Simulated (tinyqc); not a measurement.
Hubbard ring of 6 sites, step by step. Computed by tinyqc, a small Python program that keeps every step. Settings: hopping = 1.07, U = 4.1, mixing = 0.5, iteration cap = 57. Command: `OMP_NUM_THREADS=1 python tinyqc.py 28664 28665 out.jsonl` (the two numbers bound the seeds that draw the settings). One thread of a shared host (Intel(R) Xeon(R) Processor @ 2.60GHz), about 0.2 s of CPU time with the checks. Later iterations appear only in the table of the cycle.

## Mean-field iteration 1

one-body matrix (hopping and site energies) (eV):
```
,1,2,3,4,5,6
1,0.0000,-1.0700,0.0000,0.0000,0.0000,-1.0700
2,-1.0700,0.0000,-1.0700,0.0000,0.0000,0.0000
3,0.0000,-1.0700,0.0000,-1.0700,0.0000,0.0000
4,0.0000,0.0000,-1.0700,0.0000,-1.0700,0.0000
5,0.0000,0.0000,0.0000,-1.0700,0.0000,-1.0700
6,-1.0700,0.0000,0.0000,0.0000,-1.0700,0.0000
```

U = 4.1000 eV

electrons, up and down: 3  3

mixing = 0.5000

n(up) at the start (a guess, not normalised): 1 0.5000, 2 0.5000, 3 0.5000, 4 0.5000, 5 0.5000, 6 0.5000

n(down) at the start (a guess): 1 0.5000, 2 0.5000, 3 0.5000, 4 0.5000, 5 0.5000, 6 0.5000

H(up) = T + U n(down), H(down) = T + U n(up); fill the lowest levels; n(new) = n + mixing (n(out) - n); E = tr T (rho up + rho down) + U sum n_up n_down of the output.

levels, up (eV): -0.0900  0.9800  0.9800  3.1200  3.1200  4.1900

levels, down (eV): -0.0900  0.9800  0.9800  3.1200  3.1200  4.1900

energy = -2.4100 eV

n(up) after iteration 1: 1 0.5000, 2 0.5000, 3 0.5000, 4 0.5000, 5 0.5000, 6 0.5000

n(down) after iteration 1: 1 0.5000, 2 0.5000, 3 0.5000, 4 0.5000, 5 0.5000, 6 0.5000

## Convergence

Each step fills the lowest levels of T + U n(other spin) and sets n(new) = n + mixing (n(out) - n); stop when output and input agree to 1e-8.

Course of the cycle:
```
iteration,E (eV),largest |n(out) - n(in)|,mean |n_up - n_down|
1,-2.410000,4.44e-16,0.0000
```

local moments n_up - n_down: 1 0.0000, 2 0.0000, 3 0.0000, 4 0.0000, 5 0.0000, 6 0.0000

Converged in 1 iterations. But random starts reach -3.15418 eV, so this is another stationary point, not the lowest one. Reruns (cap 100 unless said): mixing 0.2: converged in 1 to a higher stationary point (E = -2.41000); mixing 0.9: converged in 1 to a higher stationary point (E = -2.41000). Before convergence this energy mixes input and output and is not variational, so it may rise towards its limit.

## Exact diagonalisation (400 states)

Lowest levels of the sector, and the double occupancy of the lowest state.

lowest levels (eV): -4.0483  -3.1866  -2.7742  -2.6799  -2.6799  -2.3079

double occupancy per site = 0.1163

The mean-field solution above lies 1.6383 eV above the exact energy.

## The lowest level by Lanczos steps

From a random start vector (not printed): a_j = <q_j|H|q_j>, b_j = norm of the remainder after orthogonalising; the Ritz value is the lowest eigenvalue of the tridiagonal matrix of a and b so far.

Lanczos:
```
j,a_j (eV),b_j (eV),lowest Ritz value (eV)
1,4.0427,5.2337,4.042687
2,4.0478,5.5151,-1.188452
3,6.8227,5.6384,-2.966931
4,6.0076,5.0049,-3.694008
5,7.2548,4.7168,-3.949729
6,7.9651,4.6465,-4.015923
7,6.7536,5.0591,-4.033079
8,5.4997,4.8936,-4.040832
9,6.2162,4.4193,-4.045077
10,5.9441,4.4198,-4.046845
```
